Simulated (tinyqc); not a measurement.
Hubbard chain of 2 sites, step by step. One step of it, computed by the program tinyqc.

Task: Mean-field iteration 1. H(up) = T + U n(down), H(down) = T + U n(up); fill the lowest levels; n(new) = n + mixing (n(out) - n); E = tr T (rho up + rho down) + U sum n_up n_down of the output.

one-body matrix (hopping and site energies) (eV):
```
           1          2
1   0.000000  -1.810000
2  -1.810000   0.000000
```

U = 9.200000 eV

electrons, up and down: 1  1

mixing = 0.500000

n(up) at the start (a guess, not normalised): 1 0.500000, 2 0.500000

n(down) at the start (a guess): 1 0.500000, 2 0.500000

Give: levels, up; levels, down; energy; n(up) after iteration 1; n(down) after iteration 1.

Result:

levels, up (eV): 2.7900  6.4100

levels, down (eV): 2.7900  6.4100

energy = 0.9800 eV

n(up) after iteration 1: 1 0.5000, 2 0.5000

n(down) after iteration 1: 1 0.5000, 2 0.5000
